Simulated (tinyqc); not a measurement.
# Changing the temperature T

Model: regular and subregular solution with a miscibility gap. Computed by tinyqc, a small Python program. Command: `OMP_NUM_THREADS=1 python tinyqc.py 3031882 3031883 out.jsonl regsol sweep`. One thread of a shared host (Intel(R) Xeon(R) Processor @ 2.30GHz), about 0.02 s of CPU time with the checks.

Per mole of mixing sites: G(x) = x (1 - x) [L0 + L1 (1 - 2x)] + R T [x ln x + (1 - x) ln(1 - x)], x the fraction of B.

Inputs (values chosen for the exercise, for a model alloy):
```
quantity,value,unit
interaction L0,18.6,kJ/mol
size misfit eta = d ln a/dx,0.026,-
asymmetry L1,1.1,kJ/mol
overall fraction x0,0.39,-
start value s0,0.02,-
```

Source of L0: given.

Constants: R = 8.314462618 J/(mol K).

Method:
- L0 and eta are given.
- The spinodal is G'' = 0, R T_s(x) = x (1 - x) [2 L0 + 6 L1 (1 - 2x)]; the critical point is its maximum.
- G' = L0 (1 - 2x) + L1 (1 - 6x + 6x^2) + R T ln[x/(1 - x)]; G'' = -2 L0 - 6 L1 (1 - 2x) + R T/[x (1 - x)].
- Solve G'' = 0 on each side of x_c.
- Common tangent: F1 = G'(x1) - G'(x2) = 0 and F2 = [G - x G'](x1) - [G - x G'](x2) = 0. Newton step: J = [[G''(x1), -G''(x2)], [-x1 G''(x1), x2 G''(x2)]], J dx = -F; a step that would leave 0 < x < 1 is halved until it stays inside. The start is x1 = s0, x2 = 1 - s0.
- Stop when the step is below 1e-12, or when x1 and x2 meet within 1e-5; residuals under 1e-7 are shown as 0.
- Inside the gap the B-rich phase has the fraction f = (x0 - x1)/(x2 - x1), and the gain is (1 - f) G(x1) + f G(x2) - G(x0); outside it one phase remains.

One run for each value:
```
temperature T (K),solubility limit x1,spinodal x_s1,spinodal x_s2,solubility limit x2,free energy of decomposition (J/mol)
297,0.000345,0.06118,0.91492,0.99916,-2832.4
362,0.001463,0.07613,0.89485,0.99693,-2475.9
428,0.004116,0.09203,0.87378,0.99221,-2121.9
494,0.008948,0.10879,0.85190,0.98428,-1781.1
560,0.016531,0.12653,0.82907,0.97253,-1458.5
626,0.027396,0.14543,0.80512,0.95646,-1158.9
692,0.042109,0.16574,0.77979,0.93553,-886.6
758,0.061361,0.18778,0.75276,0.90906,-645.3
824,0.086112,0.21207,0.72353,0.87613,-438.3
```

Over the rows, solubility limit x1 rises from 3.45e-4 to 0.0861 (exponent d ln y / d ln x 7.3 between the first rows and 4.1 between the last); spinodal x_s1 rises from 0.0612 to 0.212 (exponent d ln y / d ln x 1.1 between the first rows and 1.5 between the last); spinodal x_s2 falls from 0.915 to 0.724 (exponent d ln y / d ln x -0.11 between the first rows and -0.47 between the last). An Arrhenius slope -R d ln x1/d(1/T) gives 19.9 kJ/mol between the first rows and 26.7 between the last; in the dilute limit it tends to L0 + L1.

Caution (rows 297): at such a low temperature diffusion in a solid alloy is normally frozen, so this equilibrium would not be reached.
